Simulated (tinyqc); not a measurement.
Worked calculation: geometry optimisation on the UHF/6-31g surface (energies and gradients from PySCF), for H3, spin multiplicity 2. Computed by tinyqc, a small Python program that keeps every step (integrals from PySCF). Settings: charge = 0, multiplicity = 2, basis = 6-31g, optimiser = bfgs, first Hessian = 0.15, largest step = 0.1, iteration cap = 30. Command: `OMP_NUM_THREADS=1 python tinyqc.py 26070 26071 out.jsonl` (the two numbers bound the seeds that draw the settings). One thread of a shared host (Intel(R) Xeon(R) Processor @ 2.60GHz), about 2 s of CPU time with the checks.

positions at the start (bohr), order 1H, 2H, 3H:
```
[[-0.024566, -0.011338, 0.047243],
 [-0.047243, 0.081258, 1.753666],
 [0.060471, 1.600598, 0.948643]]
```

Stop when the largest gradient component is below 3e-5 hartree/bohr. The inverse Hessian follows the BFGS update with s = step, y = change of gradient.

Course of the optimisation:
```
step  E (hartree)  largest gradient (hartree/bohr)
1     -1.49150350                         1.09e-01
2     -1.50726011                         9.38e-02
3     -1.52063186                         8.10e-02
4     -1.53215058                         8.19e-02
5     -1.54329416                         8.08e-02
6     -1.55354696                         7.69e-02
7     -1.56283897                         7.05e-02
8     -1.57114025                         6.37e-02
9     -1.57846383                         5.68e-02
10    -1.58501281                         5.05e-02
11    -1.59052695                         4.43e-02
12    -1.59564926                         3.90e-02
13    -1.59999447                         3.39e-02
14    -1.60381678                         2.94e-02
15    -1.60710093                         2.53e-02
16    -1.60992894                         2.17e-02
17    -1.61234708                         1.85e-02
18    -1.61440849                         1.57e-02
19    -1.61615838                         1.33e-02
20    -1.61763894                         1.13e-02
21    -1.61888753                         9.49e-03
22    -1.61993750                         7.97e-03
23    -1.62081807                         6.67e-03
24    -1.62155481                         5.57e-03
25    -1.62216984                         4.65e-03
26    -1.62268224                         3.87e-03
27    -1.62310833                         3.21e-03
28    -1.62346204                         2.66e-03
29    -1.62375516                         2.20e-03
30    -1.62399768                         1.82e-03
```

Can the last value be used, and what does the course show?

Not by the stop rule. Not converged within 30 steps: the energy falls at every step, but slowly. Reruns: method bfgs, first Hessian 0.6, largest step 0.3: not converged.
